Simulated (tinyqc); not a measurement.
A ladder of methods, and size consistency: correlation methods against full CI in the 6-311g basis, for H2, spin multiplicity 1. Computed by the program tinyqc with PySCF. All electrons correlated; +Q is the Davidson correction (1 - c0^2) E_corr. The last columns treat two copies 100 angstrom apart as one system. FCI is the lowest singlet.

Geometry (angstrom):

| atom | x | y | z |
|---|---|---|---|
| H | 0.0000 | 0.0000 | 0.0000 |
| H | 0.0000 | 0.0000 | 0.8540 |

RHF energy of one = -1.119663 hartree

Correlation energies (hartree):

| method | E_corr of one | share of FCI (%) | E_corr of two at 100 angstrom | two minus twice one (mhartree) |
|---|---|---|---|---|
| MP2 | -0.018948 | 67.3443 | -0.037896 | 0.0000 |
| CISD | -0.028136 | 100.0000 | -0.055184 | 1.0882 |
| CISD+Q | -0.028704 | 102.0169 | -0.057272 | 0.1353 |
| CCSD | -0.028136 | 100.0000 | -0.056272 | 0.0000 |
| CCSD(T) | -0.028136 | 100.0000 | -0.056272 | 0.0000 |
| FCI | -0.028136 | 100.0000 | - | - |

What does the comparison show, and why?

MP2 recovers 67 %, CISD 100.0 % and CCSD 100.0 % of the FCI value (c0^2 = 0.980 in CISD). MP2 and coupled cluster are size consistent, so their last column vanishes; CISD loses 1.09 mhartree, since a double excitation on each copy is a quadruple of the pair, and the Davidson correction leaves +0.14. With two electrons, or one virtual orbital, CISD and CCSD are exact for one copy, so +Q overshoots there.
